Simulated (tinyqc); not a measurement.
# Slope factor and drain-induced lowering from three currents

Inverse problem. With source and body at 0 V, I = A exp((Vg + dd Vd)/(nf Vt)) (1 - exp(-Vd/Vt)). Find nf, the swing nf Vt ln 10 and dd.

Parameters, values chosen for the exercise: temperature T = 358 K.

Constants: q = 1.602176634e-19 C, kB = 1.380649e-23 J/K, Vt = kB T/q. Results are converted to the units shown.

currents at (Vg, Vd) = (0, 0.05), (0, 0.7) and (0.05, 0.7) V (nA/um): [0.22036818, 3.2091565, 12.386747]

Solution. The pair at equal Vd gives nf; the pair at equal Vg, after dividing out the factors 1 - exp(-Vd/Vt), gives dd.

nf = 1.20
swing = 85.2 mV/decade
dd = 0.140

tinyqc, about 0.03 s, one thread, Intel Xeon 2.30GHz (shared host): `OMP_NUM_THREADS=1 python tinyqc.py 2242157 2242158 out.jsonl`
